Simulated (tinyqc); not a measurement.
Interstitial-substitutional diffusion of a fast metal impurity in a wafer (kick-out and dissociative mechanisms): one step, computed by the program tinyqc. Command: `OMP_NUM_THREADS=1 python tinyqc.py 3000568 3000569 out.jsonl kickout walk`. One thread of a shared host (Intel(R) Xeon(R) Processor @ 2.30GHz), about 0.3 s of CPU time with the checks.

The metal moves as an interstitial A_i and dissolves on lattice sites either by kicking out a self-interstitial (A_i = A_s + I) or by filling a vacancy (A_i + V = A_s). With A_i at its solubility, local equilibrium and c = C_s/C_s*, self-interstitials and vacancies obey C_I/C_I* = 1/c and C_V/C_V* = c.

Problem. Diffusivity against concentration. In defect-free silicon dc/dt = d/dx [(D_K/c^2 + D_F) dc/dx], c = 1 at both faces. D_K = D_I C_I*/C_s* and D_F = D_V C_V*/C_s*. The two terms are equal at c* = sqrt(D_K/D_F). Take c = 1, 0.5, 0.2, 0.1, 0.03 and 0.01.

Inputs (values chosen for the exercise, loosely like those of a heavy transition metal in silicon): temperature T = 825 C.

D_K = 7.622896e-12 cm^2/s

D_F = 8.164217e-12 cm^2/s

Give: c*; Effective diffusivity (cm^2/s).

Solution.

c* = 0.96628

Effective diffusivity (cm^2/s):
```
c     kick-out term       total
1.00     7.6229e-12  1.5787e-11
0.50     3.0492e-11  3.8656e-11
0.20     1.9057e-10  1.9874e-10
0.10     7.6229e-10  7.7045e-10
0.03     8.4699e-09  8.4780e-09
0.01     7.6229e-08  7.6237e-08
```
